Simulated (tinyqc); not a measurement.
Worked calculation: plane-wave Kohn-Sham cycle with exchange-only LDA in a layered model solid. Computed by tinyqc, a small Python program that keeps every step. Settings: points = 16, plane-wave index or count = 2, electrons = 4, k points = 2, area = 10.0, mixing = 1.0, iteration cap = 62, Kerker q0 = 0.82. Command: `OMP_NUM_THREADS=1 python tinyqc.py 25081 25082 out.jsonl` (the two numbers bound the seeds that draw the settings). One thread of a shared host (Intel(R) Xeon(R) Processor @ 2.60GHz), about 0.01 s of CPU time with the checks. Later iterations appear only in the table of the cycle.

## Iteration 1: potential

A solid whose potential varies along x alone (atomic units):
```
parameter                      value
period a                    8.800000
cross-section of the cell  10.000000
electrons per cell                 4
grid points                       16
plane waves -n..n, n               2
k points                           2
V1 in V1 cos(2 pi x/a)     -0.220000
```

density at the start, on the grid x_j = j a/N (e/bohr^3): 0.0454545  0.0454545  0.0454545  0.0454545  0.0454545  0.0454545  0.0454545  0.0454545  0.0454545  0.0454545  0.0454545  0.0454545  0.0454545  0.0454545  0.0454545  0.0454545

V_H(G) = 4 pi rho(G)/G^2 for G != 0 (uniform background); v_x = -(3 rho/pi)^(1/3); V = V_ext + V_H + v_x; Fourier components f(G_m) = (1/N) sum_j f(x_j) exp(-i G_m x_j).

Potentials on the grid (hartree):
```
x           V_ext      V_H       v_x         V
0.00000  -0.22000  0.00000  -0.35144  -0.57144
0.55000  -0.20325  0.00000  -0.35144  -0.55469
1.10000  -0.15556  0.00000  -0.35144  -0.50700
1.65000  -0.08419  0.00000  -0.35144  -0.43563
2.20000         0  0.00000  -0.35144  -0.35144
2.75000   0.08419  0.00000  -0.35144  -0.26725
3.30000   0.15556  0.00000  -0.35144  -0.19588
3.85000   0.20325  0.00000  -0.35144  -0.14819
4.40000   0.22000  0.00000  -0.35144  -0.13144
4.95000   0.20325  0.00000  -0.35144  -0.14819
5.50000   0.15556  0.00000  -0.35144  -0.19588
6.05000   0.08419  0.00000  -0.35144  -0.26725
6.60000         0  0.00000  -0.35144  -0.35144
7.15000  -0.08419  0.00000  -0.35144  -0.43563
7.70000  -0.15556  0.00000  -0.35144  -0.50700
8.25000  -0.20325  0.00000  -0.35144  -0.55469
```

V(G_m), m = 0, 1, 2, ... (hartree): -0.35144  -0.11000  0.00000  0.00000  0.00000

## Iteration 1: Hamiltonian at one k

k = 0.25000 2 pi / a

H(m,m') = (k + G_m)^2/2 delta + V(G_m - G_m'), with V(-G) = V(G).

H (hartree):
```
          -2        -1        +0        +1        +2
-2   0.42918  -0.11000   0.00000   0.00000   0.00000
-1  -0.11000  -0.20806  -0.11000   0.00000   0.00000
+0   0.00000  -0.11000  -0.33551  -0.11000   0.00000
+1   0.00000   0.00000  -0.11000   0.04684  -0.11000
+2   0.00000   0.00000   0.00000  -0.11000   0.93898
```

## Iteration 1: levels at that k

Diagonalise the Hermitian matrix.

eigenvalues (hartree): -0.42229  -0.17319  0.06635  0.44809  0.95248

## Iteration 1: new density

Motion across x is left out: the lowest 2 band(s) hold two electrons at each of the k points (j + 1/2)/nk - 1/2. Residual R = rho(out) - rho(in); rho(new) = rho(in) + 1 R, with R(G) scaled by G^2/(G^2 + 0.82^2) (Kerker). rho(out) = 2/(a A nk) sum |psi|^2 with psi = sum c exp(i G x). Harris energy E = band energy - dV sum rho (V_H/2 + v_x) + (3/4) dV sum rho v_x with rho(in), dV = a A/N, band energy = (2/nk) sum of the filled levels.

rho(out) (e/bohr^3): 0.0614167  0.0620376  0.0620315  0.0580925  0.0494141  0.0385772  0.0291051  0.0231109  0.0211182  0.0231109  0.0291051  0.0385772  0.0494141  0.0580925  0.0620315  0.0620376

density after iteration 1 (e/bohr^3): 0.0502843  0.0514173  0.0531475  0.0524666  0.0484127  0.0427746  0.0379718  0.0351597  0.0342881  0.0351597  0.0379718  0.0427746  0.0484127  0.0524666  0.0531475  0.0514173

energy per cell = -0.8395236 hartree

## Iteration 2: potential

As before.

Potentials on the grid (hartree):
```
x           V_ext       V_H       v_x         V
0.00000  -0.22000   0.20805  -0.36347  -0.37542
0.55000  -0.20325   0.19848  -0.36618  -0.37095
1.10000  -0.15556   0.16603  -0.37024  -0.35977
1.65000  -0.08419   0.10514  -0.36865  -0.34770
2.20000         0   0.01872  -0.35890  -0.34019
2.75000   0.08419  -0.07845  -0.34439  -0.33865
3.30000   0.15556  -0.16571  -0.33099  -0.34113
3.85000   0.20325  -0.22518  -0.32261  -0.34453
4.40000   0.22000  -0.24613  -0.31992  -0.34605
4.95000   0.20325  -0.22518  -0.32261  -0.34453
5.50000   0.15556  -0.16571  -0.33099  -0.34113
6.05000   0.08419  -0.07845  -0.34439  -0.33865
6.60000         0   0.01872  -0.35890  -0.34019
7.15000  -0.08419   0.10514  -0.36865  -0.34770
7.70000  -0.15556   0.16603  -0.37024  -0.35977
8.25000  -0.20325   0.19848  -0.36618  -0.37095
```

V(G_m), m = 0, 1, 2, ... (hartree): -0.35046  -0.00697  -0.00514  -0.00041  0.00000

## Iteration 2: Hamiltonian at one k

k = 0.25000 2 pi / a

As before.

H (hartree):
```
          -2        -1        +0        +1        +2
-2   0.43016  -0.00697  -0.00514  -0.00041   0.00000
-1  -0.00697  -0.20708  -0.00697  -0.00514  -0.00041
+0  -0.00514  -0.00697  -0.33453  -0.00697  -0.00514
+1  -0.00041  -0.00514  -0.00697   0.04782  -0.00697
+2   0.00000  -0.00041  -0.00514  -0.00697   0.93996
```

## Iteration 2: levels at that k

As before.

eigenvalues (hartree): -0.33510  -0.20686  0.04799  0.43027  0.94003

## Iteration 2: new density

As before.

rho(out) (e/bohr^3): 0.0481668  0.0476400  0.0463419  0.0449385  0.0440730  0.0440147  0.0445643  0.0452249  0.0455113  0.0452249  0.0445643  0.0440147  0.0440730  0.0449385  0.0463419  0.0476400

density after iteration 2 (e/bohr^3): 0.0514681  0.0510335  0.0497232  0.0476406  0.0451674  0.0428718  0.0411992  0.0402722  0.0399886  0.0402722  0.0411992  0.0428718  0.0451674  0.0476406  0.0497232  0.0510335

energy per cell = -0.7795202 hartree

## Convergence

Stop when sqrt(dV sum R^2) is below 1e-8, dV = a A/N.

Course of the cycle:
```
iteration  E (hartree)  norm of the residual
1           -0.8395236              1.47e-01
2           -0.7795202              6.18e-02
3           -0.7696745              2.07e-02
4           -0.7685891              7.98e-03
5           -0.7684308              2.92e-03
6           -0.7684096              1.09e-03
7           -0.7684067              4.02e-04
8           -0.7684063              1.49e-04
9           -0.7684062              5.51e-05
10          -0.7684062              2.04e-05
11          -0.7684062              7.55e-06
12          -0.7684062              2.79e-06
13          -0.7684062              1.03e-06
14          -0.7684062              3.83e-07
15          -0.7684062              1.42e-07
16          -0.7684062              5.25e-08
17          -0.7684062              1.94e-08
18          -0.7684062              7.19e-09
```

Converged in 18 iterations. Before convergence this energy mixes input and output and is not variational, so it may rise towards its limit.
